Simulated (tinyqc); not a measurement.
Where a fixed hold relaxes most: thermal stress and diffusional relaxation in a metal film: Coble and Nabarro-Herring creep, cooling and holds. Computed by tinyqc, a small Python program. Command: `OMP_NUM_THREADS=1 python tinyqc.py 3028724 3028725 out.jsonl creep walk`. One thread of a shared host (Intel(R) Xeon(R) Processor @ 2.30GHz), about 0.08 s of CPU time with the checks.

A thin film on a rigid substrate is stress-free at T0. Tension is positive and the film creeps linearly: d sigma/dt = -M (mismatch) dT/dt - sigma/tau.

Inputs (values chosen for the exercise, modelled on copper films on silicon):
```
quantity                           value        unit
biaxial modulus M                    184         GPa
expansion mismatch                  13.7      1e-6/K
atomic volume Omega                 11.8  angstrom^3
lattice prefactor D0             2.1e-05       m^2/s
lattice energy E                    2.04          eV
boundary prefactor (delta D_b)0  5.7e-15       m^3/s
boundary energy E_b                 1.05          eV
grain size d                        0.78          um
stress-free temperature T0           350           C
hold temperature T                   170           C
hold time t                         0.61           h
yield stress                         250         MPa
```

Constants: k_B = 1.380649e-23 J/K; k_B = 8.617333262e-05 eV/K.

Method:
- Thermoelastic slope = M x mismatch; sigma_0 = slope x (T0 - T).
- Creep rate per stress: Nabarro-Herring 14 D Omega/(k_B T d^2), Coble (14 pi) delta D_b Omega/(k_B T d^3), with D = D0 exp(-E/(k_B T)), delta D_b = (delta D_b)0 exp(-E_b/(k_B T)); 1/tau = M x (sum of both)/2 (biaxial strain rate is half the uniaxial one).
- Temperatures in kelvin are T(C) + 273.15.
- For each hold temperature: sigma_0 = slope (T0 - T), relaxed stress sigma_0 (1 - exp(-t/tau)), initial rate sigma_0/tau. In confined lines the relaxed part appears as void volume.

thermoelastic slope = 2.5208 MPa/K

Holds:
```
T (C)  sigma_0 (MPa)     tau (h)  relaxed (MPa)  initial rate (MPa/h)
25           819.260  1.1178e+06     4.4710e-04            7.3294e-04
65           718.428  1.0081e+04     4.3469e-02            7.1263e-02
105          617.596  2.4931e+02     1.5093e+00            2.4772e+00
145          516.764  1.2640e+01     2.4346e+01            4.0882e+01
185          415.932  1.0878e+00     1.7853e+02            3.8237e+02
225          315.100  1.3978e-01     3.1109e+02            2.2543e+03
265          214.268  2.4513e-02     2.1427e+02            8.7409e+03
305          113.436  5.4981e-03     1.1344e+02            2.0632e+04
345           12.604  1.5031e-03     1.2604e+01            8.3854e+03
```

What does the comparison show, and why?

The relaxed stress peaks at 225 C among these rows: colder holds have more stress but slower diffusion, hotter ones faster diffusion but less stress. The initial rate peaks about k_B T^2/E_b = 32 K below T0 when boundaries dominate; its largest row is 305 C. Caution: the elastic stress exceeds the yield stress, so dislocation glide would cap it first. Caution: dislocation glide would cap stresses above the yield stress; capping layers can block the surface and boundary paths, and threshold stresses are ignored.

Extremes, crossings and ranges named in words are read from the listed rows.
